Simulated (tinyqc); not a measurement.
Hubbard ring of 3 sites, step by step. One step of it, computed by the program tinyqc.

Problem. Mean-field iteration 3. H(up) = T + U n(down), H(down) = T + U n(up); fill the lowest levels; n(new) = n + mixing (n(out) - n); E = tr T (rho up + rho down) + U sum n_up n_down of the output.

one-body matrix (hopping and site energies) (eV), lower triangle:
```
,1,2,3
1,0.000000
2,-1.730000,0.000000
3,-1.730000,-1.730000,0.000000
```

U = 2.300000 eV

electrons, up and down: 2  1

mixing = 1

n(up) after iteration 2: 1 0.851814, 2 0.296371, 3 0.851814

n(down) after iteration 2: 1 0.261723, 2 0.476554, 3 0.261723

Give: levels, up; levels, down; energy; n(up) after iteration 3; n(down) after iteration 3.

Solution.

levels, up (eV): -2.7034  2.3320  2.6715

levels, down (eV): -2.0016  2.9124  3.6892

energy = -3.7232 eV

n(up) after iteration 3: 1 0.8534, 2 0.2931, 3 0.8534

n(down) after iteration 3: 1 0.2730, 2 0.4540, 3 0.2730
